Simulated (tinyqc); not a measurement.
# Interface states from two metals

Problem. Schottky barriers follow phi = S (pM - chi) + (1 - S) E0, S = 1/(1 + q Ds dl/(eps0 ei)). Find S, E0 and Ds.

Parameters, values chosen for the exercise; material values close to those of silicon: electron affinity chi = 4.04 eV; thickness of the interface layer dl = 0.43 nm; its relative permittivity ei = 3.

Constants: q = 1.602176634e-19 C, eps0 = 8.8541878128e-14 F/cm where lengths are in cm. Results are converted to the units shown.

phi for pM = 4.18 and 5.07 eV (eV): 0.26786379  0.92078301

Answer. The slope is S, and either point then gives E0.

S = 0.7336
E0 = 0.6200 eV
Ds = 1.400e13 cm^-2 eV^-1

Program tinyqc, `OMP_NUM_THREADS=1 python tinyqc.py 2430011 2430012 out.jsonl`; Intel Xeon 2.30GHz, shared host, one thread, about 0.01 s.
